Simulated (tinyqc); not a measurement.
Power iteration on a symmetric matrix, step by step. One step of it, computed by the program tinyqc.

Problem. Step 3. w = (A - shift) v; v' = w/|w| with its largest component positive (the first on a tie); lambda = v'^T A v'.

A:
```
           1          2          3          4          5
1   0.116000   0.320000  -0.961000   0.905000  -0.159000
2   0.320000   0.919000  -0.417000   0.881000   0.189000
3  -0.961000  -0.417000   0.958000   0.458000  -0.453000
4   0.905000   0.881000   0.458000   1.119000  -0.993000
5  -0.159000   0.189000  -0.453000  -0.993000   1.180000
```

vector after step 2: 0.774893  0.072955  0.584289  -0.083001  0.214327

shift = 1.670000

Give: vector after step 3; Rayleigh quotient after step 3.

Solution.

vector after step 3: 0.750  0.034  0.537  -0.351  0.161

Rayleigh quotient after step 3 = -0.934
